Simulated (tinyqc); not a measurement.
Standing waves and exposure in a photoresist film: one step. Intensity and exposure over the lowest period.

Normal incidence from air. Unexposed resist: N1 = n1 + i k1 with k1 = (A + B) lam/(4 pi), lam in micrometres. r01 = (1 - N1)/(1 + N1), t01 = 2/(1 + N1). Below the resist lie the layer Na = na + i ka and the substrate Ns = ns + i ks: r12 = (r1a + ras x)/(1 + r1a ras x), x = exp(4 pi i Na da/lam), r1a = (N1 - Na)/(N1 + Na), ras = (Na - Ns)/(Na + Ns). With p = exp(2 pi i N1 d/lam), the field at depth z is E(z) = t01 [exp(2 pi i N1 z/lam) + r12 p^2 exp(-2 pi i N1 z/lam)]/(1 + r01 r12 p^2), the relative intensity I(z) = n1 |E(z)|^2 and the reflectance R = |(r01 + r12 p^2)/(1 + r01 r12 p^2)|^2.

Parameters, chosen for this exercise (a resist on W, indices near tabulated ones; the results hold for these values, not for the real material):
- d = 817 nm (resist thickness)
- lam = 365 nm (vacuum wavelength)
- C = 0.011 cm^2/mJ (exposure rate (Dill C))
- D = 40 mJ/cm^2 (incident dose)

N1 = 1.6940000+0.0162656i
r12 = -0.152359+0.045293i
period = 107.7332 nm

Problem. Nine depths from d - period to d. Without bleaching during the exposure the share of unexposed compound is m = exp(-C D I).

Give: Profile.

Solution.

Profile:
```
z (nm)      I      m
709.3   0.486  0.808
722.7   0.576  0.776
736.2   0.722  0.728
749.7   0.834  0.693
763.1   0.845  0.689
776.6   0.745  0.720
790.1   0.590  0.771
803.5   0.468  0.814
817.0   0.448  0.821
```

I runs from 0.448 to 0.845 on these points, so m runs from 0.689 to 0.821; the least exposed point listed lies 0.0 nm above the bottom.

Run: tinyqc, `OMP_NUM_THREADS=1 python tinyqc.py 1650929 1650930 out.jsonl`; Intel(R) Xeon(R) Processor @ 2.30GHz, one thread, shared host; about 0.01 s of CPU time with all checks.
